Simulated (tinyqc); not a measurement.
# Worked calculation: resonant-tunnelling diode, transfer matrices and Tsu-Esaki current

Numbers from tinyqc (`OMP_NUM_THREADS=1 python tinyqc.py 2600137 2600138 out.jsonl`; about 0.2 s on one thread of a shared Intel Xeon 2.30GHz). Printed values are rounded.

Emitter (band edge 0), barrier d1, well Lw, barrier d2, collector (edge -V). The bias drops linearly over these layers and none in the contacts; each layer is cut into ns equal slices, flat at the value of their centres. E is the energy of motion across the layers, C = hbar^2/(2 m0), psi and psi'/m are continuous. Transport is coherent, T(E) is taken as independent of the transverse momentum, and charge in the well is ignored.

Inputs (values chosen for the exercise); masses and offsets of a made-up heterostructure:

| symbol | value | unit | meaning |
|---|---|---|---|
| T | 150 | K | temperature |
| mw | 0.19 | m0 | mass in the well, spacer and contacts |
| U1 | 1.4 | eV | barrier height |
| m1 | 0.48 | m0 | barrier mass |
| d1 | 0.8 | nm | emitter barrier |
| Lw | 1.9 | nm | well width |
| d2 | 0.8 | nm | collector barrier |
| ns | 3 |  | slices in each layer |
| Ef | 0.14 | eV | Fermi energy of both contacts above their band edges |
| V | 0.18 | V | bias of the collector |
| E | 0.12112 | eV | trial energy |

Constants: q = 1.602176634e-19 C, kB = 1.380649e-23 J/K, hbar = 1.054571817e-34 J s, m0 = 9.1093837015e-31 kg, Vt = kB T/q, hbar^2/(2 m0) = 0.0380998212 eV nm^2. Results are converted to the units shown.

## Slices under bias

U = edge of the layer - V x/Lt at the centre x of each slice, Lt the summed thickness.

```
slice    U (eV)  m (m0)  width (nm)
0       1.39314    0.48    0.266667
1       1.37943    0.48    0.266667
2       1.36571    0.48    0.266667
3      -0.05743    0.19    0.633333
4      -0.09000    0.19    0.633333
5      -0.12257    0.19    0.633333
6       1.25429    0.48    0.266667
7       1.24057    0.48    0.266667
8       1.22686    0.48    0.266667
```

## Running product of the slice matrices at the trial energy

For the pair (psi, psi'/m) a flat layer has M = [[cos kd, (m/k) sin kd], [-(k/m) sin kd, cos kd]] with k = sqrt(m (E - U)/C) above its edge U, and M = [[cosh Kd, (m/K) sinh Kd], [(K/m) sinh Kd, cosh Kd]] with K = sqrt(m (U - E)/C) below it. Later slices stand to the left. With M acting on (psi, psi'/m) and v = k/m in each lead, T(E) = 4 vL vR/[(vL vR M12 - M21)^2 + (vR M11 + vL M22)^2]. vL = sqrt(mw E/C)/mw, vR = sqrt(mw (E + V)/C)/mw.

Product after each layer:
```
                M11  M12 (nm)  M21 (1/nm)       M22
barrier d1  12.1643   1.45461     100.081   12.0500
well        13.7857   1.66263    -107.726  -12.9198
barrier d2  1.57481  0.283219     1.59794  0.922377
```

T(E) = 0.461741

## Transmission at three energies near the peak

three energies (eV): 0.121086  0.121516  0.121946

The same product at each energy.

T(E) at these energies: 0.431361  0.846701  0.573011

## Breit-Wigner parameters from a parabola through 1/T(E)

Near a resonance 1/T(E) = (1/Tp) [1 + (2 (E - Er)/G)^2]. With y = 1/T(E) at E0 - h, E0, E0 + h: a = (y1 + y3 - 2 y2)/(2 h^2), b = (y3 - y1)/(2 h), Er = E0 - b/(2 a), 1/Tp = y2 - b^2/(4 a), G = 2 sqrt(1/(Tp a)), tau = hbar/G.

Er = 0.121588 eV
Tp = 0.864361
G = 1.00294 meV
tau = 656.282 fs

The true maximum of T(E) lies at 0.12159 eV with height 0.8638 and full width 1.005 meV; the fitted G is 0.17 % below that width.

## Current from the resonance alone

J = J0 times the integral over E > 0 of T(E) N(E), N = ln[(1 + exp((Ef - E)/Vt))/(1 + exp((Ef - V - E)/Vt))], J0 = q^2 mw m0 kB T/(2 pi^2 hbar^3) (times 1e-4 for A/cm^2 per eV). For a sharp resonance J = J0 (pi G/2) Tp N(Er), with Er the peak energy, Tp the peak transmission and G the full width at half maximum (in eV). The three values given are estimates from a parabola through three points of 1/T(E).

J0 = 3.97447e7 A/(cm^2 eV)
N(Er) = 1.64002
J = 88.7604 kA/cm^2

The full integral over T(E) gives 88.38 kA/cm^2; the value above is 0.43 % above it. With the exact position, height and width of the peak (Er = 0.12159 eV, Tp = 0.8638, G = 1.005 meV) the formula is 0.55 % above it.
